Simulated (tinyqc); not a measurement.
# From one set of inputs to another, one input at a time

Model: sheet resistance of a shallow doped layer with concentration-dependent mobility and limited activation. Computed by tinyqc, a small Python program. Command: `OMP_NUM_THREADS=1 python tinyqc.py 3017472 3017473 out.jsonl irvin ladder`. One thread of a shared host (Intel(R) Xeon(R) Processor @ 2.30GHz), about 0.02 s of CPU time with the checks.

A layer of one dopant lies in a background of the opposite type. Current flows parallel to the surface down to the junction; depletion is ignored.

The inputs printed are set A. Set A is modelled on arsenic in silicon; the values taken over come from a set modelled on antimony in silicon. Inputs not listed in the table keep their values of set A, so the rows need not describe a real material.

Inputs (values chosen for the exercise, modelled on arsenic in silicon):
```
quantity,value,unit
surface concentration C_s,1.7e+20,1/cm^3
length l,150,nm
background C_B,5.7e+16,1/cm^3
mobility floor mu_min,52.7,cm^2/(V s)
mobility mu_max,1390,cm^2/(V s)
reference density N_r,9.64e+16,1/cm^3
exponent alpha,0.667,-
prefactor of the active limit,2.5e+22,1/cm^3
energy of the active limit,0.478,eV
anneal temperature T,1150,C
```

Profile: Gaussian.

Constants: k_B = 8.617333262e-05 eV/K; e = 1.602176634e-19 C.

Method:
- C(x) = C_s exp(-x^2/(2 l^2)).
- Temperatures in kelvin are T(C) + 273.15.
- Active limit C_a = prefactor x exp(-energy/(k_B T)); the junction lies where C = C_B, and the profile exceeds C_a down to x_a (zero if C_s is below C_a). Slope at the junction in nm per decade = ln(10) C/|dC/dx|.
- Active density N = min(C, C_a); carriers n = N - C_B; mobility mu = mu_min + (mu_max - mu_min)/(1 + ((N + C_B)/N_r)^alpha).
- Integrals from 0 to x_j, where C = C_B (Gauss-Legendre, 60 points on each smooth piece; 1 nm = 1e-7 cm): dose int C dx, carriers int n dx, mean mobility int n mu dx/int n dx, R_s = 1/(e int n mu dx).

Each row keeps all changes above it:
```
input moved,from,to,sheet resistance R_s (ohm/square),mean mobility (cm^2/(V s)),product R_s x_j (ohm nm)
set A,-,-,28.96,67.50,17379
mobility mu_max (cm^2/(V s)) and mobility floor mu_min (cm^2/(V s)) and reference density N_r (1/cm^3) and exponent alpha,"1390, 52.7, 9.64e+16, 0.667","1410, 62.8, 8.82e+16, 0.704",26.44,73.95,15863
prefactor of the active limit (1/cm^3) and energy of the active limit (eV),"2.5e+22, 0.478","4e+21, 0.57",57.81,85.81,34685
length l (nm),150,180,48.17,85.81,34685
anneal temperature T (C),1150,950,77.58,99.31,55861
background C_B (1/cm^3),5.7e+16,3.3e+16,77.18,99.61,57436
```

Where does the difference come from?

Sheet resistance R_s goes from 29.0 to 77.2, a factor 2.66 in all. The largest single move comes from prefactor of the active limit with energy of the active limit (a factor 2.19), and length l works against it (a factor 0.833). Mean mobility goes from 67.5 to 99.6, a factor 1.48 in all. The largest single move comes from prefactor of the active limit with energy of the active limit (a factor 1.16). Product R_s x_j goes from 17400 to 57400, a factor 3.30 in all. The largest single move comes from prefactor of the active limit with energy of the active limit (a factor 2.19), and mobility mu_max with mobility floor mu_min with reference density N_r with exponent alpha works against it (a factor 0.913). The single moves hold for this order of the switches; the total does not depend on the order.

Extremes, crossings and ranges named in words are read from the listed rows.
